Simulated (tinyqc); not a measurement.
From results back to parameters: polar nitride quantum well with polarisation fields.

Problem. The field in the well was computed from a hidden polarisation difference.

In a periodic stack without free charge the potential drop over a period vanishes: F_w = (P_b - P_w) Lb/(eps0 (eps_w Lb + eps_b Lw)), F_b = -F_w Lw/Lb, eps0 = 8.8541878e-12 F/m; 1 MV/cm = 1e8 V/m = 0.01 V/angstrom.

Parameters, chosen for this exercise (near those of a GaN well in AlN; not measured data): Lw = 37 angstrom (well width); Lb = 105 angstrom (barrier width); eps_w = 10.3 (dielectric constant); eps_b = 10.2 (dielectric constant).

F_w = -6.4496 MV/cm

Find: P_b - P_w; sheet charge |P_b - P_w|/e, e = 1.602176634e-19 C; F_w for very thick barriers.

Solution. P_b - P_w = eps0 F_w (eps_w Lb + eps_b Lw)/Lb; for Lb much larger than Lw the field tends to (P_b - P_w)/(eps0 eps_w).

P_b - P_w = -0.0793 C/m^2
sheet charge |P_b - P_w|/e, e = 1.602176634e-19 C = 4.95 x 1e13/cm^2
F_w for very thick barriers = -8.700 MV/cm

(tinyqc, `OMP_NUM_THREADS=1 python tinyqc.py 1282782 1282783 out.jsonl`, Intel(R) Xeon(R) Processor @ 2.30GHz, 1 thread, shared host, about 0.05 s.)
